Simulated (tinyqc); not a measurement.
Reverse leakage of an n+-p junction: diffusion, generation, trap-assisted and band-to-band tunnelling: leakage components against the temperature.

One-sided abrupt junction in the depletion approximation, x from the junction (0) to W on the p side, field F = F0 (1 - x/W). Flat quasi-Fermi levels, long p side. Traps generate through SRH with both lifetimes shortened by 1 + Gamma (Hurkx enhancement, form for moderate fields); band-to-band generation is local and needs a total bending above Eg.

Nc and Nv are given at 350 K and scale as (T/350 K)^1.5; all else is held fixed. ni = sqrt(Nc Nv) exp(-Eg/(2 Vt)), Eg in volts; Vbi = Vt ln(Na Nd/ni^2); W = sqrt(2 eps0 eps_r (Vbi + VR)/(q Na)); F0 = 2 (Vbi + VR)/W; FG = sqrt(24 mt m0 (kB T)^3)/(q hbar); J_diff = q ni^2 sqrt(Dn/tau)(1 - exp(-VR/Vt))/Na. u = (Vbi + VR)(1 - x/W)^2, p = Na exp(-u/Vt), n = Nd exp((u - Vbi - VR)/Vt); G0 = ni^2 (1 - exp(-VR/Vt))/(tau (n + p + 2 ni cosh(Et/Vt))); Gamma = 2 sqrt(3 pi)(F/FG) exp((F/FG)^2); trap-assisted part G0 Gamma; G_bb = Ab F^2.5 exp(-Bb/F) with F in V/cm, zero unless Vbi + VR > Eg. Currents are q times the integrals over 0 to W; J_bb under 1e-8 of J is printed as 0; rows with F0/FG above 2.2, beyond the range of this Gamma, are left out.

Parameters, values chosen for the exercise; band and dielectric values close to those of silicon:

| symbol | value | unit | meaning |
|---|---|---|---|
| Eg | 1.13 | eV | band gap |
| eps_r | 11.6 |  | relative permittivity |
| Nc | 3.48e19 | cm^-3 | conduction-band density of states at the reference temperature |
| Nv | 3.4e19 | cm^-3 | valence-band density of states at the reference temperature |
| Na | 8.5e16 | cm^-3 | acceptor density of the lighter side |
| Nd | 1e20 | cm^-3 | donor density of the heavier side |
| tau | 5e-8 | s | SRH lifetime of both carriers at zero field |
| Et | -0.07 | eV | trap level above the intrinsic level |
| mt | 0.26 | m0 | tunnelling mass |
| Dn | 21 | cm^2/s | electron diffusion coefficient on the lighter side |
| Ab | 2.7e14 | cm^-0.5 V^-2.5 s^-1 | band-to-band prefactor |
| Bb | 1.92e7 | V/cm | band-to-band field constant |
| VR | 1.7 | V | reverse bias |

Constants: q = 1.602176634e-19 C, kB = 1.380649e-23 J/K, hbar = 1.054571817e-34 J s, m0 = 9.1093837015e-31 kg, Vt = kB T/q, eps0 = 8.8541878128e-14 F/cm where lengths are in cm. Results are converted to the units shown.

The same in every row: J_bb (A/cm^2) = 0.

Results:

| T (K) | F0 (kV/cm) | F0/FG | J_diff (A/cm^2) | J_SRH (A/cm^2) | J_TAT (A/cm^2) | J (A/cm^2) | largest part |
|---|---|---|---|---|---|---|---|
| 220 | 271 | 1.15 | 1.48e-19 | 1.66e-12 | 1.44e-11 | 1.60e-11 | trap-assisted tunnelling |
| 250 | 270 | 0.943 | 2.77e-16 | 1.13e-10 | 6.41e-10 | 7.54e-10 | trap-assisted tunnelling |
| 280 | 269 | 0.793 | 1.07e-13 | 3.18e-9 | 1.32e-8 | 1.64e-8 | trap-assisted tunnelling |
| 310 | 268 | 0.678 | 1.35e-11 | 4.77e-8 | 1.54e-7 | 2.02e-7 | trap-assisted tunnelling |
| 370 | 266 | 0.516 | 2.19e-8 | 2.99e-6 | 6.59e-6 | 9.60e-6 | trap-assisted tunnelling |
| 400 | 265 | 0.457 | 3.95e-7 | 1.51e-5 | 2.84e-5 | 4.39e-5 | trap-assisted tunnelling |
| 430 | 264 | 0.409 | 4.83e-6 | 6.14e-5 | 1.00e-4 | 1.66e-4 | trap-assisted tunnelling |

Estimate the missing row, T = 340 K.

Computed row:

| T (K) | F0 (kV/cm) | F0/FG | J_diff (A/cm^2) | J_SRH (A/cm^2) | J_TAT (A/cm^2) | J (A/cm^2) | largest part |
|---|---|---|---|---|---|---|---|
| 340 | 267 | 0.588 | 7.45e-10 | 4.50e-7 | 1.19e-6 | 1.64e-6 | trap-assisted tunnelling |

With this row back in the table: J rises from 1.60e-11 to 1.66e-4 A/cm^2. Trap-assisted tunnelling leads at T = 220 and in all other rows. Activation energies over the table: 1.21 eV for diffusion (Eg = 1.13 eV, raised by the T^3 of ni^2), 0.676 eV for SRH generation (Eg/2 + |Et| = 0.635 eV), 0.612 eV for the trap-assisted part, lower since Gamma grows on cooling; the total shows 0.608 eV at the cold end and 0.658 eV at the hot end.

Range of the model: The n+ side is degenerate, so Vbi from Boltzmann statistics is only a guide.

Computed by the program tinyqc: `OMP_NUM_THREADS=1 python tinyqc.py 2290004 2290005 out.jsonl`, one thread of a shared Intel Xeon 2.30GHz, about 0.01 s for the whole run.
